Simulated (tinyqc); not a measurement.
Kinetic against equilibrium segregation over temperature: surface segregation during layer-by-layer epitaxy: two-layer exchange kinetics and the shape of quantum wells and delta layers. Computed by tinyqc, a small Python program. Command: `OMP_NUM_THREADS=1 python tinyqc.py 3016380 3016381 out.jsonl mbeseg walk`. One thread of a shared host (Intel(R) Xeon(R) Processor @ 2.30GHz), about 0.01 s of CPU time with the checks.

Atoms A and B exchange only between the growing layer and the one below it. B is supplied for N layers, then pure A follows.

Inputs (values chosen for the exercise, close to those used for antimony in silicon):
```
quantity                                   value      unit
barrier E1 for B to move up                 1.75        eV
segregation energy E_s                      0.56        eV
attempt frequency nu                           1       THz
growth rate G                               0.55  layers/s
share x0 of B in the flux during the well  0.095         -
layers in the well N                           6         -
layer thickness                             1.36  angstrom
temperature T                                420         C
```

Constants: k_B = 8.617333262e-05 eV/K.

Method:
- p1 = nu exp(-E1/(k_B T)) (B up, A down), p2 = nu exp(-(E1 + E_s)/(k_B T)) (B down); time per layer tau = 1/G; K = p1/p2.
- Temperatures in kelvin are T(C) + 273.15.
- Each layer is deposited complete with B share x_dep and then exchanges for the time tau = 1/G with the layer below, whose share is b (total c = s + b fixed): ds/dt = p1 b (1 - s) - p2 s (1 - b), s(0) = x_dep. With the roots s1 < s2 of the right side, (s - s1)/(s - s2) = [(s(0) - s1)/(s(0) - s2)] exp(-(p1 - p2)(s2 - s1) tau). The lower layer is then buried with c - s, and s becomes the b of the next layer.
- In the dilute tail each layer passes up the share R = R_eq (1 - exp(-(p1 + p2) tau)); decay length = -layer thickness/ln R.
- R_eq = K/(1 + K).

Segregation:
```
T (C)      p1 tau     R_eq           R  decay length (angstrom)  peak share
300    7.4417e-04  0.99999  7.4389e-04               1.8879e-01    0.095000
340    7.5082e-03  0.99998  7.4801e-03               2.7781e-01    0.095000
380    5.7075e-02  0.99995  5.5476e-02               4.7030e-01    0.095000
420    3.4330e-01  0.99992  2.9057e-01               1.1004e+00    0.094888
460    1.6978e+00  0.99986  8.1684e-01               6.7224e+00    0.076984
500    7.1164e+00  0.99978  9.9897e-01               1.3148e+03    0.010544
540    2.5906e+01  0.99966  9.9966e-01               4.0217e+03    0.000449
580    8.3548e+01  0.99951  9.9951e-01               2.7651e+03    0.000647
```

What does the comparison show, and why?

The decay length peaks at 540 C among these rows: below, exchange is too slow; above, equilibrium rules and K = exp(E_s/(k_B T)) falls. p1 tau passes 1 between 420 and 460 C, below which sharp interfaces can be grown. Caution: decay lengths below one layer thickness are only formal.

Extremes, crossings and ranges named in words are read from the listed rows.
